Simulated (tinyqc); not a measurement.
Thermal stress and diffusional relaxation in a metal film: Coble and Nabarro-Herring creep, cooling and holds: one step, computed by the program tinyqc.

A thin film on a rigid substrate is stress-free at T0. Tension is positive and the film creeps linearly: d sigma/dt = -M (mismatch) dT/dt - sigma/tau.

Question. Creep at the hold temperature. Creep rate per stress: Nabarro-Herring 14 D Omega/(k_B T d^2), Coble (14 pi) delta D_b Omega/(k_B T d^3), with D = D0 exp(-E/(k_B T)), delta D_b = (delta D_b)0 exp(-E_b/(k_B T)); 1/tau = M x (sum of both)/2 (biaxial strain rate is half the uniaxial one). Temperatures in kelvin are T(C) + 273.15. sigma(t) = sigma_0 exp(-t/tau), relaxed part sigma_0 - sigma(t); the grain size where both mechanisms are equal is pi delta D_b/D.

Inputs (values chosen for the exercise, modelled on aluminium films on silicon):

| quantity | value | unit |
|---|---|---|
| biaxial modulus M | 101 | GPa |
| atomic volume Omega | 16.6 | angstrom^3 |
| lattice prefactor D0 | 0.00014 | m^2/s |
| lattice energy E | 1.48 | eV |
| boundary prefactor (delta D_b)0 | 6.2e-14 | m^3/s |
| boundary energy E_b | 0.849 | eV |
| grain size d | 3.8 | um |
| stress-free temperature T0 | 350 | C |
| hold temperature T | 140 | C |
| hold time t | 0.14 | h |
| yield stress | 300 | MPa |

stress after a quench sigma_0 = 441.168 MPa

Constants: k_B = 1.380649e-23 J/K; k_B = 8.617333262e-05 eV/K.

Give: Nabarro-Herring rate; Coble rate; relaxation time tau; stress after the hold; stress relaxed during the hold; crossover grain size.

Answer.

Nabarro-Herring rate = 3.4909e-19 1/(Pa s)

Coble rate = 6.3647e-15 1/(Pa s)

relaxation time tau = 0.86419 h

stress after the hold = 375.19 MPa

stress relaxed during the hold = 65.981 MPa

crossover grain size = 69282 um

Coble creep is 18000 times as fast as Nabarro-Herring creep at this grain size. The crossover size is formal, far above any film grain. Caution: the elastic stress exceeds the yield stress, so dislocation glide would cap it first. Caution: bulk creep laws overstate relaxation in a bonded film, where the substrate constrains boundary diffusion, and dislocation glide is left out.
